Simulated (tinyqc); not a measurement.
Floating body of a partially depleted SOI transistor: body voltage and kink: one step of the calculation.

Source at 0 V. Channel current Ic = 2 nf K Vt^2 [F(0) - F(Vd)](1 + la Vd), F(V) = ln^2(1 + exp((Vg - VT - nf V)/(2 nf Vt))), VT = VT0 - gb Vb. Saturation voltage Vs = 2 Vt sqrt(F(0)) + 3 Vt, excess Ve = (Vd - Vs + sqrt((Vd - Vs)^2 + 0.0004 V^2))/2, multiplication M1 = Ai Ve exp(-Bl/Ve). Each junction passes D(v) = J1 (exp(v/Vt) - 1) + J2 (exp(v/(2 Vt)) - 1). Bipolar current Ib = bb J1 (exp(Vb/Vt) - 1). The body settles where M1 (Ic + Ib) = D(Vb) + D(Vb - Vd) + Vb/Rb; drain current Id = (1 + M1)(Ic + Ib) - D(Vb - Vd).

Task. New Vb. Current into the body I_in = M1 (Ic + Ib) - D(Vb - Vd), current out I_out = D(Vb) + Vb/Rb; f = ln(I_in/I_out), s = df/dVb by central differences over 1e-5 V, Vb(new) = Vb - f/s.

Inputs (values chosen for the exercise); values of the order met in partially depleted silicon-on-insulator transistors:
```
symbol   value         unit                                                                                            meaning
T          300            K                                                                                        temperature
VT0       0.51            V                                                                     threshold at zero body voltage
gb        0.11                                                                  fall of the threshold per volt of body voltage
nf        1.16                                                                                                    slope factor
K          450  uA/(V^2 um)                                                                              gain factor per width
la        0.04          1/V                                                                   channel-length modulation factor
Ai        3.27          1/V                                                                        impact-ionisation prefactor
Bl         8.9            V                                                                          impact-ionisation voltage
J1       4e-13        uA/um                                                      diffusion saturation current of each junction
J2      1.1e-9        uA/um                                                  recombination saturation current of each junction
bb           1                                                 gain of the lateral bipolar transistor on the diffusion current
Rb         1e9      kohm um  resistance of a weak body tie to the source (1e9 stands for no tie, and the term is then dropped)
Vg         0.8            V                                                                                       gate voltage
Vd         1.7            V                                                                                      drain voltage
```

Constants: q = 1.602176634e-19 C, kB = 1.380649e-23 J/K, Vt = kB T/q. Results are converted to the units shown.

Vb at the start = 0.79 V

Give: Ic; Ve; M1; I_in; I_out; f; s; Vb after iteration 1.

Result.

Ic = 29.44 uA/um
Ve = 1.298 V
M1 = 0.004454
I_in = 0.1644 uA/um
I_out = 7.477 uA/um
f = -3.817
s = -30.95 1/V
Vb after iteration 1 = 0.6667 V

Range of the model: The multiplication law is an empirical form chosen for the exercise; self-heating and capacitive coupling to the body are left out, and the linear laws are rough once Vb passes about 0.7 V or M1 about 0.1.

Program tinyqc, `OMP_NUM_THREADS=1 python tinyqc.py 2182148 2182149 out.jsonl`; Intel Xeon 2.30GHz, shared host, one thread, about 0.2 s.
